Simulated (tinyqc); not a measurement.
Inside a calculation: averaged masses of warped heavy- and light-hole bands. Values are carried at full precision from step to step, so a last printed digit may differ when a step is redone from the rounded ones.

Constants: Ry = 13.60569312 eV; a0 (Bohr radius) = 0.5291772105 angstrom; kB = 8.617333262e-05 eV/K; hbar^2/2m0 = 3.80998211 eV angstrom^2.

Inputs chosen for the exercise (near those of InAs; not measured data):

| symbol | value | unit | meaning |
|---|---|---|---|
| g1 | 20.05 |  | Luttinger gamma1 |
| g2 | 8.42 |  | gamma2 |
| g3 | 9.23 |  | gamma3 |
| eps | 14.88 |  | dielectric constant |
| mso | 0.084 | m0 | split-off mass |
| Dso | 0.374 | eV | spin-orbit splitting |
| T | 400 | K | temperature |

## Other forms of the parameters

Dresselhaus-Kip-Kittel form E = c [A k^2 -/+ sqrt(B^2 k^4 + C^2 (kx^2 ky^2 + ky^2 kz^2 + kz^2 kx^2))] with A = g1, B = 2 g2, C^2 = 12 (g3^2 - g2^2). Spherical form: mu = (6 g3 + 4 g2)/(5 g1), delta = (g3 - g2)/g1, masses 1/(g1 (1 -/+ mu)). Effective rydberg R* = Ry/(g1 eps^2) and radius a* = a0 g1 eps.

A, B, |C|: 20.050  16.840  13.098

mu, delta: 0.8884  0.0404

spherical masses, heavy and light (m0): 0.4468  0.0264

R* = 3.06 meV
a* = 157.9 angstrom

delta/mu = 0.05 measures the warping against the spherical splitting.

## Masses along six directions

Four-band hole energies E = c k^2 f(u), c = hbar^2/2m0, f = g1 -/+ 2 sqrt(g2^2 + 3 (g3^2 - g2^2) s), s = ux^2 uy^2 + uy^2 uz^2 + uz^2 ux^2 for the unit vector u; minus for heavy, plus for light holes; the mass along u is 1/f.

Give s and both masses.

Masses (m0):

| direction | s | heavy | light |
|---|---|---|---|
| [100] | 0.00000 | 0.3115 | 0.0271 |
| [110] | 0.25000 | 0.5047 | 0.0262 |
| [111] | 0.33333 | 0.6289 | 0.0260 |
| [210] | 0.16000 | 0.4143 | 0.0265 |
| [211] | 0.25000 | 0.5047 | 0.0262 |
| [411] | 0.10185 | 0.3705 | 0.0267 |

The heavy mass grows by a factor of 2.02 from [100] to [111] while the light one shrinks by 4 %; 1/m_heavy + 1/m_light = 2 g1 in every direction.

## Density-of-states masses from three directions

m_d^(3/2) is the angular mean of m(u)^(3/2). The rule mean = (10 F[100] + 16 F[110] + 9 F[111])/35 is exact for cubic harmonics up to sixth order. Total m_d = (m_h^(3/2) + m_l^(3/2))^(2/3).

m^(3/2):

| direction | heavy | light |
|---|---|---|
| [100] | 0.17388 | 0.00446 |
| [110] | 0.35855 | 0.00425 |
| [111] | 0.49877 | 0.00418 |

m_d heavy, light (m0): 0.4889  0.0264

total = 0.4930 m0
share of light holes = 1.2 %

## Averages on a grid

Grid: n x n midpoints in cos(theta) from 0 to 1 and phi from 0 to pi/2, equal weights. m_d = <f^(-3/2)>^(2/3). Conductivity mass for one scattering time: 1/m_c = <|w|^2 f^(-5/2)>/<f^(-3/2)> with w = grad_k(k^2 f)/(2 k), that is |w|^2 = f^2 + |angular gradient of f|^2/4.

Use n = 40.

m_d heavy, light (m0): 0.4686  0.0264

m_c heavy, light (m0): 0.4036  0.0264

The three-direction rule differs from the grid by +4.32 % for heavy holes. Warping makes m_c of the heavy holes 14 % smaller than m_d; on a sphere the two are equal.

## Effective density of states

Nv = 2 (kT/(4 pi c))^(3/2) [m_h^(3/2) + m_l^(3/2) + mso^(3/2) exp(-Dso/kT)], c = hbar^2/2m0, parabolic bands, m_h and m_l the density-of-states masses from the grid; 1 angstrom^-3 = 1e24 cm^-3.

prefactor = 3.8635e+19 cm^-3

the three terms: 0.32082  0.00429  0.00000

Nv = 1.256e+19 cm^-3

shares (%): 98.7  1.3  0.0

kT/Dso = 0.09, small enough for the four-band form.

## Checks

- m_d and m_c of heavy holes for g2 = g3 against 1/(g1 - 2 g3): they agree to 1e-10 or better.
- m_d of heavy holes on grids of 40 and 160: both 0.4686.

Run: tinyqc, `OMP_NUM_THREADS=1 python tinyqc.py 1080618 1080619 out.jsonl`; Intel(R) Xeon(R) Processor @ 2.30GHz, one thread, shared host; about 0.03 s of CPU time with all checks.
